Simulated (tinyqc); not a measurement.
Worked calculation: thermal and gravitational stress in a wafer during furnace and rapid thermal processing, and the onset of slip. Computed by tinyqc, a small Python program that keeps every step. Command: `OMP_NUM_THREADS=1 python tinyqc.py 3006568 3006569 out.jsonl slip walk`. One thread of a shared host (Intel(R) Xeon(R) Processor @ 2.30GHz), about 0.01 s of CPU time with the checks. Intermediate numbers are printed to about 5 digits and carried at full precision; extremes and crossings named in words are read from the listed rows.

A thin free disc in plane stress, isotropic; T(r) = T_centre + dT (r/R)^n with n = 2. Stress is positive in tension; sigma_SB = 5.670374419e-8 W/(m^2 K^4), g = 9.80665 m/s^2.

Inputs (values chosen for the exercise, modelled on silicon): wafer radius R = 75 mm; thickness t = 675 micrometre; Young's modulus E = 159 GPa; Poisson ratio nu = 0.26; expansion alpha = 4.41 1e-6/K; edge less centre temperature dT = -19 K; temperature T = 1100 K; prefactor A of the critical stress = 0.00042 MPa; energy U of the critical stress = 1.01 eV; density rho = 2330 kg/m^3; heat capacity c = 932 J/(kg K); conductivity k = 27.2 W/(m K); wafer spacing s = 9.8 mm; ramp rate = 4.9 K/min; radius of the support ring over R = 0.83.

Temperature profile: parabolic.

Constants: k_B = 8.617333262e-05 eV/K.

## Thermal stress

With x = r/R: s_rr = alpha E dT (1 - x^n)/(n + 2), s_tt = alpha E dT [1 - (n + 1) x^n]/(n + 2).

Temperature and stresses at r/R = 0, 0.3, 0.5, 0.7, 0.8, 0.9, 0.95, 1:
```
r/R   T - T_centre (K)  s_rr (MPa)  s_tt (MPa)
0.00            0.0000     -3.3307     -3.3307
0.30           -1.7100     -3.0309     -2.4314
0.50           -4.7500     -2.4980     -0.8327
0.70           -9.3100     -1.6986      1.5654
0.80          -12.1600     -1.1990      3.0642
0.90          -15.3900     -0.6328      4.7628
0.95          -17.1475     -0.3247      5.6871
1.00          -19.0000      0.0000      6.6613
```

hoop stress at the edge = 6.661305 MPa

r/R where s_tt = 0 = 0.57735

The cold edge is stretched; the edge stress is n times that at the centre in size.

## Resolved stress round the edge

At the edge the stress is uniaxial along the tangent d = (cos phi, sin phi, 0) of a (001) wafer; the Schmid factor is the largest |(d.n)(d.b)| over the twelve {111}<110> systems.

Schmid factor and resolved stress at phi = 0, 7.5, 15, 22.5, 30, 37.5 and 45 degrees from [100]:
```
phi from [100] (degrees)  Schmid factor  resolved stress (MPa)
0.0                             0.40825                 2.7195
7.5                             0.45412                 3.0251
15.0                            0.48296                 3.2172
22.5                            0.49280                 3.2827
30.0                            0.48296                 3.2172
37.5                            0.45412                 3.0251
45.0                            0.40825                 2.7195
```

The factor is 1/sqrt(6) = 0.408 along <100> and <110> and peaks at 0.4928 at 22.5 degrees, so slip, if any, starts at eight places between these directions.

## Slip criterion

Critical resolved stress tau_c = A exp(U/(k_B T)), a form chosen for the exercise; slip when 0.492799 |s_tt(R)| > tau_c; allowed |dT| = tau_c (n + 2)/(0.492799 n alpha E).

critical stress tau_c = 17.811 MPa

resolved over critical stress = 0.18431

allowed |dT| = 103.09 K

No slip; the margin is a factor 5.4.

## Ramp rate in a batch furnace

In a stack heated from the rim, heat flows inward by conduction and by radiation between wafers: k_eff = k + (16/3) sigma_SB T^3 s^2/t (a diffusion estimate with the spacing as path length). A steady ramp gives the parabolic lag dT = rho c (ramp) R^2/(4 k_eff); the allowed ramp uses n = 2.

k_eff = 84.471 W/(m K)

lag of the centre = 2.9524 K

allowed ramp rate = 171.09 K/min

Radiation carries 68 % of the inward flow. The ramp is 0.03 of the allowed one.

## Gravity

Own weight q = rho g t on a ring of radius b R, x = r/R: moments of an edge-supported plate, M_r = q R^2 (3 + nu)(1 - x^2)/16 and M_t = q R^2 [(3 + nu) - (1 + 3 nu) x^2]/16, less the uniform moment inside the ring load, q R^2 [(1 - nu)(1 - b^2) - 2 (1 + nu) ln b]/8; stress at the lower face = 6 M/t^2.

stress at the centre = 0.13285 MPa

radial stress at the ring = -0.027515 MPa

hoop stress at the ring = 0.045287 MPa

The largest of these is 0.0037 tau_c when halved for shear. Point supports give far higher local stress than a ring.

## Position of the support ring

The formulas are those given above.

Stress at the lower face (MPa):
```
b       centre  radial at ring  hoop at ring  largest in size
0.40  -0.18575        -0.22299      -0.20608          0.22299
0.50  -0.09593        -0.15412      -0.12770          0.15412
0.60  -0.01869        -0.10249      -0.06445          0.10249
0.65   0.01672        -0.08163      -0.03698          0.08163
0.70   0.05052        -0.06354      -0.01176          0.06354
0.75   0.08301        -0.04792       0.01152          0.08301
0.80   0.11443        -0.03455       0.03309          0.11443
0.90   0.17478        -0.01377       0.07183          0.17478
1.00   0.23278         0.00000       0.10568          0.23278
```

Among these rows the largest stress is least, 0.064 MPa, for a ring at 0.7 R, 3.7 times below edge support: the overhang balances the sag of the centre. All values scale as R^2/t.

## Limits against temperature

The formulas are those given above.

For the parabolic profile:
```
T (K)  tau_c (MPa)  allowed |dT| (K)  k_eff (W/(m K))  allowed ramp (K/min)
1050        29.583            171.22            77.01                259.08
1125        14.056             81.35            88.47                141.41
1200         7.329             42.42           101.55                 84.64
1275         4.126             23.88           116.38                 54.61
1350         2.476             14.33           133.07                 37.47
1425         1.568              9.07           151.71                 27.05
1500         1.039              6.01           172.42                 20.38
```

From 1050 to 1500 K the allowed difference falls 28 times and the allowed ramp 13 times; radiation, which grows as T^3, gives back a factor 2.24. Ramps must slow as the wafer gets hotter.

Checks made by the program: force balance: the hoop stress integrates to zero (added to the edge stress) (relative difference below 1e-10).
